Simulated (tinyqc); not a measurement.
Inside a calculation. Model: sheet resistance and Hall data of a diffused or implanted layer. Computed by tinyqc, a small Python program that keeps every step. Command: `OMP_NUM_THREADS=1 python tinyqc.py 3021296 3021297 out.jsonl layer walk`. One thread of a shared host (Intel(R) Xeon(R) Processor @ 2.30GHz), about 0.01 s of CPU time with the checks. Intermediate numbers are printed to about 6 digits and carried at full precision; extremes and crossings named in words are read from the listed rows.

Carriers are taken equal to the net active doping down to the junction (full ionisation, which deep dopants in wide-gap hosts do not reach; no spill-over, no depletion), and the Hall factor is 1.

Inputs (values chosen for the exercise, modelled on phosphorus in silicon):
```
quantity                                 value        unit
mu_min                                    71.1  cm^2/(V s)
mu_max                                    1440  cm^2/(V s)
N_ref                                  9.5e+16      1/cm^3
exponent alpha                            0.69           -
peak concentration N_0                 9.2e+19      1/cm^3
length scale l                             530          nm
background doping N_B (opposite type)  2.7e+17      1/cm^3
probe current I                              2          mA
magnetic field B                             1           T
projected range R_p                       1600          nm
```

Profile: buried Gaussian (implant). Activation: complete.

Constants: e = 1.602176634e-19 C.

## Dose and junction depth

N(x) = N_0 exp(-(x - R_p)^2/(2 l^2)) for x > 0, dose N_0 l sqrt(pi/2) erfc(-R_p/(l sqrt 2)), junction x_j = R_p + l sqrt(2 ln(N_0/N_B)); the layer starts at x_0 = max(0, 2 R_p - x_j).

dose = 1.22068e+16 1/cm^2

junction depth x_j = 3409.95 nm

## Profile

Mobility mu = mu_min + (mu_max - mu_min)/(1 + (N_t/N_ref)^alpha), N_t = active doping + N_B; carriers n = active doping - N_B, all dopants active. sigma = e n mu.

Depth, doping, carriers, mobility and conductivity at 2, 10, 20, 35, 50, 65, 80, 90 and 98 % of the layer:
```
x (nm)    N (1/cm^3)   n (1/cm^3)  mu (cm^2/(V s))  sigma (S/cm)
68.20    1.41226e+18  1.14226e+18          236.726         43.32
341.00   5.47578e+18  5.20578e+18          147.337        122.89
681.99   2.05264e+19  2.02564e+19          103.547        336.05
1193.48  6.85548e+19  6.82848e+19           85.500        935.41
1704.98  9.02130e+19  8.99430e+19           83.044       1196.71
2216.47  4.67742e+19  4.65042e+19           89.764        668.81
2727.96  9.55543e+18  9.28543e+18          124.672        185.47
3068.96  1.97558e+18  1.70558e+18          209.832         57.34
3341.75  4.15539e+17  1.45539e+17          349.870          8.16
```

The mobility varies by a factor 4.2 across these points and the conductivity by 147.

## Sheet values

Integrals from x_0 (0 unless stated) to x_j by the midpoint rule on 400 even intervals: 1/R_s = e int n mu dx; sheet density n_s = int n dx; Hall sheet density (int n mu dx)^2/int n mu^2 dx; Hall mobility int n mu^2 dx/int n mu dx. Mean conductivity 1/(R_s x_j); mean mobility 1/(e n_s R_s).

sheet resistance R_s = 5.74187 ohm

sheet density n_s = 1.21108e+16 1/cm^2

mean mobility = 89.7556 cm^2/(V s)

Hall sheet density = 1.17673e+16 1/cm^2

Hall mobility = 92.3756 cm^2/(V s)

mean conductivity 1/(R_s x_j) = 510.738 S/cm

Carriers amount to 99.2 % of the dose. A Hall measurement weights the mobile tail and reports 97.2 % of n_s.

## What the probes read

Collinear four-point probe on a large thin layer: V = I R_s ln(2)/pi. Van der Pauw on a symmetric sample: R = R_s ln(2)/pi as well. Hall voltage V_H = I B/(e x Hall sheet density); tangent of the Hall angle V_H/(I R_s).

four-point voltage = 2.53372 mV

Hall voltage = 0.106082 mV

tangent of the Hall angle = 0.00923756

## Shortcuts against the integral

Shortcuts: R_s = 1/(e Q mu) with the dose Q and the mobility at the (active) peak concentration; 1/(e n_s mu) with mu at N_t = n_s/x_j + N_B; 1/(e Q mu_max).

Sheet resistances:
```
method                                   R_s (ohm)  deviation (%)
integral                                   5.74187         0.0000
dose, mobility at the peak                 6.16890         7.4371
n_s, mobility at the mean concentration    5.50736        -4.0842
dose, mu_max                               0.35508       -93.8160
```

The closest shortcut is «n_s, mobility at the mean concentration» (-4.1 %). The peak mobility is the lowest in the layer, so with full activation it overestimates R_s.

## Stripping the layer step by step

After removing a depth d the integrals start at d. Differences between neighbouring rows give the local conductivity -d(1/R_s)/dx at the middle of the slice (the last slice uses one more step, not listed).

Differential sheet resistance:
```
removed d (nm)  R_s (ohm)  slice conductivity (S/cm)  sigma at mid-slice (S/cm)
0                  5.7419                      70.14                      67.09
340                5.8216                     214.66                     207.74
680                6.0799                     512.96                     506.84
1020               6.8011                     925.12                     931.21
1360               8.6519                    1190.39                    1208.57
1700              13.3141                    1071.13                    1083.54
2040              25.8465                     679.40                     677.04
2380              64.1427                     316.35                     308.61
```

R_s doubles after removing between 1360 and 1700 nm of a layer 3410 nm deep, so half the current flows above that depth. Where sigma exceeds a tenth of its largest listed value, the slice values agree with it within 4 %.

Checks made by the program: conductance integral against adaptive quadrature (relative difference 5e-07).
